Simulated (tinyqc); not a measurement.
Chip with leakage that grows with temperature, electro-thermal loop and runaway: one step of the calculation.

One temperature T for the device, T = T0 + Rth P(T), with P(T) = Pd + Pl (T/300 K)^2 exp[(q Ea/kB)(1/(300 K) - 1/T)]. The loop gain is Rth dP/dT; a solution is thermally stable when it is below one.

Question. Temperature by Newton steps. P(T) = Pd + Pl (T/300 K)^2 exp[(q Ea/kB)(1/(300 K) - 1/T)]; P'(T) = (P - Pd)(2/T + q Ea/(kB T^2)); G = Rth P'; T(new) = T + (T0 + Rth P - T)/(1 - G).

Values chosen for this exercise:
- T0 = 320 K (ambient temperature)
- Pd = 16 W (temperature-independent switching power)
- Pl = 0.0932 W (leakage power at 300 K)
- Ea = 0.48 eV (activation energy of the leakage)
- Rth = 1.9 K/W (thermal resistance)

Constants: q = 1.602176634e-19 C, kB = 1.380649e-23 J/K. Results are converted to the units shown.

T after iteration 1 = 352.30263 K

Find: P; G; T after iteration 2.

Answer.

P = 18.024 W
G = 0.19438
T after iteration 2 = 354.71 K

Numbers from tinyqc (`OMP_NUM_THREADS=1 python tinyqc.py 2520042 2520043 out.jsonl`; about 0.01 s on one thread of a shared Intel Xeon 2.30GHz).
